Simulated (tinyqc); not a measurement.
## Double-gate transistor below threshold, two-dimensional Poisson equation on a small mesh: effect of the gate voltage

Half of a symmetric double-gate structure: row 0 is the mid-plane of the body, where the normal field vanishes. Mobile charge is neglected (subthreshold), the body is fully depleted, and potentials are counted from the intrinsic level; rows run upward to the gate, columns from source to drain.

Mesh: rows i = 0..12 in the semiconductor (step hs = tb/12, row 12 on the interface), then 8 step(s) ho = tox/8 up to the gate row 20; columns j = 0..80 (step hy = L/80). Box integration, divided by eps0: up_i = eps hy/h of the interval above row i, dn_i = that of the interval below (0 for row 0), lat_i = (sum of eps h/2 over the intervals above and below)/hy, s_i = -q Na w_i hy/eps0 with w_i the semiconductor height of the box (hs/2 for row 0 and the interface row, hs between, 0 in the insulator). Each free node obeys (up + dn + 2 lat) psi = up psi(above) + dn psi(below) + lat [psi(left) + psi(right)] + s. Fixed values: gate row Vg - Vfb; column 0 at Vbi and the last column at Vbi + Vd in the semiconductor, each running linearly to Vg - Vfb across the insulator. The system is solved directly. On row 0 the minimum of psi and its place come from a parabola through the three lowest nodes; barrier = Vbi - minimum, swing = Vt ln 10/(d psi/dVg), DIBL = (d psi/dVd)/(d psi/dVg) there. Lambda = pi/k with k the smallest positive root of tan(k tox) tan(k tb) = eox/eps_r.

Inputs (values chosen for the exercise); semiconductor permittivity close to that of silicon:
- T = 300 K (temperature)
- eps_r = 11.9 (relative permittivity of the semiconductor)
- eox = 3.9 (relative permittivity of the insulator)
- tb = 4 nm (half the body thickness)
- tox = 2.3 nm (insulator thickness)
- L = 43 nm (channel length)
- Na = 0 cm^-3 (acceptor density of the depleted body)
- Vbi = 0.45 V (potential of the source)
- Vfb = 0.09 V (gate offset)
- Vd = 0.7 V (drain voltage)

Constants: q = 1.602176634e-19 C, kB = 1.380649e-23 J/K, Vt = kB T/q, eps0 = 8.8541878128e-14 F/cm where lengths are in cm. Results are converted to the units shown.

Result of one run:
```
Vg (V)	L/Lambda	barrier (V)	place y/L	swing (mV/decade)	DIBL (mV/V)
-0.2	2.311	0.6807	0.4541	63.37	21.92
```

What becomes of these results when the gate voltage Vg is changed from -0.2 to -0.12 V, all else the same?

Result of the changed run:
```
Vg (V)	L/Lambda	barrier (V)	place y/L	swing (mV/decade)	DIBL (mV/V)
-0.12	2.311	0.6055	0.4501	63.41	21.31
```

The whole series:
```
Vg (V)	L/Lambda	barrier (V)	place y/L	swing (mV/decade)	DIBL (mV/V)
-0.2	2.311	0.6807	0.4541	63.37	21.92
-0.12	2.311	0.6055	0.4501	63.41	21.31
-0.04	2.311	0.5305	0.4454	63.47	20.60
0.04	2.311	0.4555	0.4396	63.54	19.77
0.12	2.311	0.3806	0.4323	63.64	18.78
0.2	2.311	0.3058	0.4228	63.78	17.57
```

As Vg goes from -0.2 to 0.2 V, the barrier falls from 0.681 to 0.306 V, the swing rises from 63.4 to 63.8 mV a decade and DIBL falls from 21.9 to 17.6 mV/V; the ideal swing is 59.5. The barrier top moves from y/L = 0.454 to 0.423, towards the source.

tinyqc, about 0.1 s, one thread, Intel Xeon 2.30GHz (shared host): `OMP_NUM_THREADS=1 python tinyqc.py 2480066 2480067 out.jsonl`
